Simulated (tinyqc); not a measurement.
Isotype n-N heterojunction, non-linear Poisson equation by Newton steps, Boltzmann statistics: one step of the calculation.

One dimension, material 1 (n-type) at x < 0 and material 2 (n-type) at x > 0. Band edges: Ec = -psi in material 1 and -psi + dEc in material 2, Ev = Ec - Eg. Equilibrium, Fermi level at 0. n = Nc F((EFn - Ec)/Vt), p = Nv F((Ev - EFp)/Vt), with F(eta) = exp(eta) (Boltzmann statistics); full ionisation, no interface charge, classical densities; the doping types are chosen for the exercise.

Question. Newton step. Solve the tridiagonal system a_(i-1) d_(i-1) + b_i d_i + a_i d_(i+1) = -F_i for nodes 1 to 10, with d = 0 on fixed nodes. The full step is added.

Parameters, values chosen for the exercise:

| symbol | value | unit | meaning |
|---|---|---|---|
| T | 300 | K | temperature |

Constants: q = 1.602176634e-19 C, kB = 1.380649e-23 J/K, Vt = kB T/q. Results are converted to the units shown.

coupling a_i, interval 0 to 10 (F/cm^2): 1.5161281e-7  1.9082301e-7  2.4378270e-7  3.0573853e-7  3.8563536e-7  4.8756541e-7  6.4967835e-7  3.2880273e-7  1.5831243e-7  7.5126442e-8  3.5930038e-8

```
node  diagonal b (F/cm^2)  residual F (C/cm^2)
1           -1.7684134e-6         1.2670366e-9
2           -1.3722910e-6         4.1527146e-9
3           -9.9806599e-7         8.0603474e-9
4           -8.2629266e-7         1.0043659e-8
5           -9.0109221e-7         1.0338224e-8
6           -1.1427247e-6         9.5401711e-9
7           -9.7955413e-6        -2.2370253e-7
8           -2.5976292e-6        -3.8449596e-8
9           -8.8316409e-7         2.0570842e-9
10          -1.0639154e-6        5.6919823e-10
```

psi at the start, node 0 to 11 (V): -0.07092372  -0.07226584  -0.07698657  -0.08992887  -0.11506616  -0.14978910  -0.18581754  -0.21652188  -0.27244924  -0.32205515  -0.33128944  -0.33141569

Give: Newton step d; psi after iteration 1.

Answer.

Newton step d, node 1 to 10 (V): 0.001450  0.006796  0.020089  0.033797  0.030444  0.008330  -0.022880  -0.017747  -0.000811  0.000478
psi after iteration 1, node 0 to 11 (V): -0.07092  -0.07082  -0.07019  -0.06984  -0.08127  -0.11935  -0.17749  -0.23940  -0.29020  -0.32287  -0.33081  -0.33142

Numbers from tinyqc (`OMP_NUM_THREADS=1 python tinyqc.py 2040081 2040082 out.jsonl`; about 0.01 s on one thread of a shared Intel Xeon 2.30GHz).
